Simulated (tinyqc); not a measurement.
Worked calculation: model-solid line-up of a strained alloy layer on a substrate. Values are carried at full precision from step to step, so a last printed digit may differ when a step is redone from the rounded ones.

All values of the alloy are linear in x but the gap, Eg(x) = (1 - x) Eg_A + x Eg_B - C x (1 - x), and the valence edge, Ev(x) = (1 - x) Ev_A + x Ev_B + fv C x (1 - x); Ec = Ev + Eg. Ev is the top of the unstrained valence band on a scale common to all materials. In the layer only the Gamma valley of the conduction band is followed, also where an X or L valley would lie lower.

Values chosen for the exercise (A near GaAs, B near InAs, substrate near InP; not measured data):
- a = (5.655, 6.055) angstrom (lattice constant of A, B)
- Eg = (1.526, 0.418) eV (gap at Gamma to the s-like level of A, B)
- Dso = (0.34, 0.387) eV (spin-orbit splitting of A, B)
- Ev = (-0.8, -0.59) eV (top of the unstrained valence band of A, B)
- ac = (-7.17, -5.15) eV (conduction deformation potential of A, B)
- av = (1.15, 1) eV (valence hydrostatic potential of A, B)
- b = (-2.03, -1.8) eV (tetragonal shear potential of A, B)
- d = (-4.75, -3.58) eV (trigonal shear potential of A, B)
- C11 = (121.1, 82.5) GPa (of A, B)
- C12 = (55.8, 44.9) GPa (of A, B)
- C44 = (60.4, 39.7) GPa (of A, B)
- C = 0.459 eV (bowing of the gap)
- fv = 0 (share of the bowing taken by the valence edge)
- x = 0.6 (fraction of B)
- a_s = 5.865 angstrom (substrate)
- face = 001 (growth face)
- Eg_s = 1.421 eV (lowest gap of the substrate)
- Ev_s = -0.95 eV (substrate valence edge)

## Values of the alloy

Interpolate.

Alloy at x (a in angstrom, C11, C12, C44 in GPa, all else in eV):

| symbol | value |
|---|---|
| a | 5.8950 |
| Eg | 0.7510 |
| Dso | 0.3682 |
| Ev | -0.6740 |
| ac | -5.9580 |
| av | 1.0600 |
| b | -1.8920 |
| d | -4.0480 |
| C11 | 97.9400 |
| C12 | 49.2600 |
| C44 | 47.9800 |

## Strain on the (001) substrate

Coherent growth on a (001) face: e_par = (a_s - a)/a, e_perp = -2 (C12/C11) e_par; exx = eyy = e_par, ezz = e_perp, no shear.

Use the values of the alloy.

e_par = -0.005089
e_perp = 0.005119

strain tensor in the cubic axes:
```
           x          y         z
x  -0.005089   0.000000  0.000000
y   0.000000  -0.005089  0.000000
z   0.000000   0.000000  0.005119
```

The layer is under compression in the plane; its volume changes by -0.506 %.

## Strained band edges

Strained edges: Ec + ac tr(e); the valence edges are Ev plus the levels of the 6 x 6 matrix of X, Y, Z times spin with -Dso/3 + l exx + m (eyy + ezz) on the diagonal (cyclic), n exy off it, l = av + 2 b, m = av - b, n = sqrt(3) d. Spin-orbit term (Dso/3) L.sigma on X, Y, Z with (L_k)_ij = -i epsilon_kij: <X+|H|Y+> = -i Dso/3, <X+|H|Z-> = Dso/3, <Y+|H|Z-> = -i Dso/3, <Z+|H|X-> = -Dso/3, <Z+|H|Y-> = i Dso/3, <X-|H|Y-> = i Dso/3, and their conjugates; + and - are the spin along z.

Give the hydrostatic shifts, the strain block and the edges.

ac tr(e), av tr(e) (eV): 0.0301  -0.0054

strain block (eV), lower triangle:
```
        X       Y        Z
X  0.0140
Y       0  0.0140
Z       0       0  -0.0440
```

Ec and the three valence edges from the top (eV): 0.1072  -0.6600  -0.6966  -1.0497

strained gap = 0.7672 eV

Strain moves the gap by +16 meV: +36 meV from the volume and -19 meV from the splitting of the valence edge, which always raises the top.

## Offsets against the substrate material

dEc = Ec(substrate) - Ec(layer), dEv = Ev(layer) - Ev(substrate); positive values confine the carrier in the layer. Type I: both of one sign; type II: opposite signs; type III: the gaps do not overlap.

Give also the smallest gap across the interface, min Ec - max Ev.

dEc = 0.3638 eV
dEv = 0.2900 eV

type: I

smallest gap = 0.7672 eV

Both carriers collect in the layer; the conduction band takes 56 % of the gap difference.

## Critical thickness (Matthews-Blakeslee, single layer)

h = K (ln(h/b) + 1) with K = b (1 - nu/4)/(4 pi |e_par| (1 + nu)) for 60-degree dislocations, b = a/sqrt(2) the Burgers vector (not the shear potential of the table), nu = C12/(C11 + C12). Iterate from h = 10 b until h changes by less than 1e-6 of itself.

b (Burgers vector) = 4.1684 angstrom
nu = 0.3346
K = 44.75 angstrom

first iterates (angstrom): 41.7  147.8  204.4  219.0  222.0  222.7

critical thickness = 22.28 nm

Thicker layers can relax, and the strained edges then no longer apply; metastable growth often exceeds this equilibrium value.

## Checks

- Valence edges against the closed form for (001) strain: they agree to 1e-10 or better.

Computed by tinyqc, a small Python program: `OMP_NUM_THREADS=1 python tinyqc.py 1081431 1081432 out.jsonl` (the numbers bound the seed that draws the inputs); one thread of a shared host (Intel(R) Xeon(R) Processor @ 2.30GHz), about 0.03 s for the whole set of steps.
